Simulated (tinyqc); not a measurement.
Small-signal admittance of a forward-biased p+-n diode: one step of the calculation.

Holes injected into a neutral base of width wb with an ohmic contact at its end; low injection, p0 far above the equilibrium density. A small voltage v exp(i w t), w = 2 pi f, modulates the edge density by p0 v/Vt, and the small-signal density obeys Dp d2p/dx2 = (1/tau + i w) p.

Problem. Closed-form admittance. L = sqrt(Dp tau); direct current J = (q Dp p0/L) coth(wb/L); k = sqrt(1 + i w tau)/L; diffusion admittance Y = (q Dp p0/Vt) k coth(k wb) = G + i w C_diff; junction capacitance C_j = sqrt(q eps0 eps_r Nd/(2 Vr)) in the depletion approximation, with the remaining barrier Vr = Vt ln(Na/p0), a rough value under forward bias; base-width modulation is left out.

Values chosen for this exercise; permittivity close to that of silicon:
```
symbol   value    unit                                   meaning
T          300       K                               temperature
eps_r     11.7                             relative permittivity
Nd      2.1e16   cm^-3                 donor density of the base
Dp          10  cm^2/s                hole diffusion coefficient
tau       2e-7       s                             hole lifetime
wb           2      um                 width of the neutral base
p0      4.4e12   cm^-3  excess hole density at the junction edge
Na        9e19   cm^-3           acceptor density of the p+ side
f        3.9e7      Hz                          signal frequency
```

Constants: q = 1.602176634e-19 C, kB = 1.380649e-23 J/K, Vt = kB T/q, eps0 = 8.8541878128e-14 F/cm where lengths are in cm. Results are converted to the units shown.

Find: L; J; k wb; Y; C_diff; C_j.

Solution.

L = 14.14 um
J = 0.03548 A/cm^2
k wb = 0.7072+0.6930i
Y = 1.401+0.442i S/cm^2
C_diff = 0.001802 uF/cm^2
C_j = 0.06328 uF/cm^2

G is 1.02 times its low-frequency value J/Vt, and C_diff is 0.0285 times C_j.

Program tinyqc, `OMP_NUM_THREADS=1 python tinyqc.py 2890211 2890212 out.jsonl`; Intel Xeon 2.30GHz, shared host, one thread, about 0.01 s.
